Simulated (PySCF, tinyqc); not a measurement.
Inside a calculation. Method: FCI on RHF in the sto-6g basis, frozen core, for BeH+, spin multiplicity 1. The lowest restricted solution is unstable here: a spin-polarised one lies 0.0088 hartree lower (PySCF). One step of it, computed by the program tinyqc.

Problem. FCI: roots. Diagonalise (each vector has its largest component positive (the first on a tie)); all determinants have Ms = 0, so triplets appear too. The lowest singlet root is the correlation energy.

Occupation strings over the orbitals (2 doubly, a alpha, b beta, 0 empty; spin orbitals ordered 1a 1b 2a 2b ...): 220000 2ab000 2a000b 2ba000 2b000a 202000 20a00b 200200 200020 20b00a 200002

H - E(HF) between determinants (hartree), lower triangle:
```
           220000     2ab000     2a000b     2ba000     2b000a     202000     20a00b    200200
220000   0.000000
2ab000   0.000000   0.128573
2a000b   0.000000   0.000214   0.390951
2ba000   0.000000  -0.064762   0.056918   0.128573
2b000a   0.000000   0.056918  -0.118430   0.000214   0.390951
202000   0.064762   0.097653   0.060724  -0.097653  -0.060724   0.481274
20a00b  -0.056918   0.060724  -0.003323   0.027545   0.061309   0.107366   0.541372
200200   0.045528   0.034852  -0.025189  -0.034852   0.025189   0.048309  -0.007581  0.642075
200020   0.045528   0.034852  -0.025189  -0.034852   0.025189   0.048309  -0.007581  0.024258
20b00a   0.056918   0.027545   0.061309   0.060724  -0.003323  -0.107366  -0.077144  0.007581
200002   0.118430  -0.061309   0.024150   0.061309  -0.024150   0.077144  -0.002111  0.022299

          200020    20b00a    200002
200020  0.642075
20b00a  0.007581  0.541372
200002  0.022299  0.002111  0.810887
```

Give: lowest roots of this matrix, relative to E(HF); lowest vectors; <S^2> of these roots; weight of the ground state by excitation level 0, 1, 2, ....

Solution.

lowest roots of this matrix, relative to E(HF) (hartree): -0.0421  0.0366  0.1019  0.2604  0.3558  0.5035  0.5560  0.6178

lowest vectors:
```
         root 1   root 2   root 3   root 4
220000   0.9619   0.0000  -0.1309   0.0000
2ab000   0.0466   0.6831   0.6162   0.0905
2a000b   0.0363  -0.1353   0.1384   0.6633
2ba000  -0.0466   0.6831  -0.6162   0.0905
2b000a  -0.0363  -0.1353  -0.1384   0.6633
202000  -0.1647   0.0000  -0.3913   0.0000
20a00b   0.1094  -0.1227   0.0446  -0.2278
200200  -0.0467   0.0000  -0.0250   0.0000
200020  -0.0467   0.0000  -0.0250   0.0000
20b00a  -0.1094  -0.1227  -0.0446  -0.2278
200002  -0.1110   0.0000   0.1634   0.0000
```

<S^2> of these roots: 0.0000  2.0000  0.0000  2.0000  0.0000  2.0000  0.0000  0.0000

weight of the ground state by excitation level 0, 1, 2, ...: 0.9252  0.0070  0.0678
